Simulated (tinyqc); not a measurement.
Kinetics of strain relaxation and threading dislocations in mismatched semiconductor layers: one step, computed by the program tinyqc. Command: `OMP_NUM_THREADS=1 python tinyqc.py 3024021 3024022 out.jsonl threading walk`. One thread of a shared host (Intel(R) Xeon(R) Processor @ 2.30GHz), about 0.01 s of CPU time with the checks.

60-degree dislocations on {111} planes of a (001) layer, isotropic elasticity. The Schmid factor is 1/sqrt(6), and a misfit segment relieves strain with b/2.

Problem. Relaxation in the anneal. Excess resolved stress tau = (1/sqrt 6) [2 G (1 + nu)/(1 - nu)] (e - e_eq), e_eq = b (1 - nu/4) [ln(h/b) + 1]/(4 pi (1 + nu) h), the Matthews-Blakeslee strain of an uncapped layer; glide velocity v = v0 tau exp(-Q/(k_B T)), tau in MPa. Threads run in two directions, so de/dt = -(b/4) rho v, with rho fixed. With x = e - e_eq, x0 = f - e_eq (fully strained at t = 0) and v = m S x (m the mobility, S x = tau): x = x0 exp(-t/t_r), t_r = 4/(b rho_0 m S). The half time is that at which x = x0/2.

Inputs (values chosen for the exercise, for a model layer):

| quantity | value | unit |
|---|---|---|
| misfit f | 0.0149 | - |
| shear modulus G | 56.8 | GPa |
| Poisson ratio nu | 0.27 | - |
| Burgers vector b | 3.89 | angstrom |
| anneal temperature T | 852 | K |
| anneal time t | 2000 | s |
| initial thread density rho_0 | 1.4e+06 | 1/cm^2 |
| multiplication constant delta | 93000 | 1/m |

Sources: fixed density of threads.

mobility v/tau = 3.101975e-09 m/s per MPa

equilibrium strain e_eq = 0.003015787

Give: strain left e; share of the excess strain relieved; thread density; half time.

Solution.

strain left e = 0.009027

share of the excess strain relieved = 49.41 %

thread density = 1.40e+06 1/cm^2

half time = 2034 s

Relaxation is under way. The misfit lines laid down are 0.033 micrometre apart. Caution: blocking of threads by crossing misfit lines, left out here, leaves real layers with more strain.
